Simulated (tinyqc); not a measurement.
Index and thickness from Psi and Delta.

Question. Air (index 1), film, substrate with N2 = n2 - i k2; time factor exp(+i w t). q_j = sqrt(N_j^2 - sin^2 th), root with positive real part. Fresnel coefficients r_s = (q_a - q_b)/(q_a + q_b), r_p = (N_b^2 q_a - N_a^2 q_b)/(N_b^2 q_a + N_a^2 q_b). tan(Psi) exp(i Delta) = R_p/R_s, Delta taken from 0 to 360 degrees. beta = 2 pi d q1/lam, X = exp(-2 i beta), R = (r01 + r12 X)/(1 + r01 r12 X) for p and s. The film is transparent, with 1.15 < n1 < 2.9 and d under half a period. Find n1, d and the period.

Values chosen for this exercise:
- lam = 632.8 nm (wavelength)
- th = 70 degrees (angle of incidence)
- n2 = 3.882 (index of the substrate)
- k2 = 0.019 (extinction coefficient of the substrate)

Psi = 16.145817 degrees
Delta = 113.70700 degrees

Answer. Two measured angles fix two unknowns; a search from many starts finds one solution in the range given. Thicker films with d plus a multiple of the period give the same angles.

n1 = 1.66
d = 26.0 nm
period = 232 nm

Computed by the program tinyqc: `OMP_NUM_THREADS=1 python tinyqc.py 2870110 2870111 out.jsonl`, one thread of a shared Intel Xeon 2.30GHz, about 0.5 s for the whole run.
